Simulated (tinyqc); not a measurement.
# Double-gate transistor below threshold, two-dimensional Poisson equation on a small mesh: effect of the gate voltage

Half of a symmetric double-gate structure: row 0 is the mid-plane of the body, where the normal field vanishes. Mobile charge is neglected (subthreshold), the body is fully depleted, and potentials are counted from the intrinsic level; rows run upward to the gate, columns from source to drain.

Mesh: rows i = 0..12 in the semiconductor (step hs = tb/12, row 12 on the interface), then 8 step(s) ho = tox/8 up to the gate row 20; columns j = 0..80 (step hy = L/80). Box integration, divided by eps0: up_i = eps hy/h of the interval above row i, dn_i = that of the interval below (0 for row 0), lat_i = (sum of eps h/2 over the intervals above and below)/hy, s_i = -q Na w_i hy/eps0 with w_i the semiconductor height of the box (hs/2 for row 0 and the interface row, hs between, 0 in the insulator). Each free node obeys (up + dn + 2 lat) psi = up psi(above) + dn psi(below) + lat [psi(left) + psi(right)] + s. Fixed values: gate row Vg - Vfb; column 0 at Vbi and the last column at Vbi + Vd in the semiconductor, each running linearly to Vg - Vfb across the insulator. The system is solved directly. On row 0 the minimum of psi and its place come from a parabola through the three lowest nodes; barrier = Vbi - minimum, swing = Vt ln 10/(d psi/dVg), DIBL = (d psi/dVd)/(d psi/dVg) there. Lambda = pi/k with k the smallest positive root of tan(k tox) tan(k tb) = eox/eps_r.

Parameters, values chosen for the exercise; semiconductor permittivity made up: temperature T = 300 K; relative permittivity of the semiconductor eps_r = 11.8; relative permittivity of the insulator eox = 3.9; half the body thickness tb = 8 nm; insulator thickness tox = 1 nm; channel length L = 43 nm; acceptor density of the depleted body Na = 0 cm^-3; potential of the source Vbi = 0.52 V; gate offset Vfb = 0.04 V; drain voltage Vd = 0.7 V.

Constants: q = 1.602176634e-19 C, kB = 1.380649e-23 J/K, Vt = kB T/q, eps0 = 8.8541878128e-14 F/cm where lengths are in cm. Results are converted to the units shown.

Result of one run:
```
L/Lambda	barrier (V)	place y/L	swing (mV/decade)	DIBL (mV/V)
1.978	0.6466	0.4471	67.15	43.65
```

Which gate voltage Vg gave this result: -0.2, -0.12, 0.04 or 0.12 V?

Vg = -0.2 V.

The whole series:
```
Vg (V)	L/Lambda	barrier (V)	place y/L	swing (mV/decade)	DIBL (mV/V)
-0.2	1.978	0.6466	0.4471	67.15	43.65
-0.12	1.978	0.5758	0.4427	67.23	42.50
-0.04	1.978	0.5050	0.4374	67.33	41.17
0.04	1.978	0.4343	0.4309	67.47	39.62
0.12	1.978	0.3638	0.4229	67.66	37.77
0.2	1.978	0.2936	0.4125	67.95	35.54
```

As Vg goes from -0.2 to 0.2 V, the barrier falls from 0.647 to 0.294 V, the swing rises from 67.1 to 67.9 mV a decade and DIBL falls from 43.6 to 35.5 mV/V; the ideal swing is 59.5. The barrier top moves from y/L = 0.447 to 0.412, towards the source.

Computed by the program tinyqc: `OMP_NUM_THREADS=1 python tinyqc.py 2480058 2480059 out.jsonl`, one thread of a shared Intel Xeon 2.30GHz, about 0.1 s for the whole run.
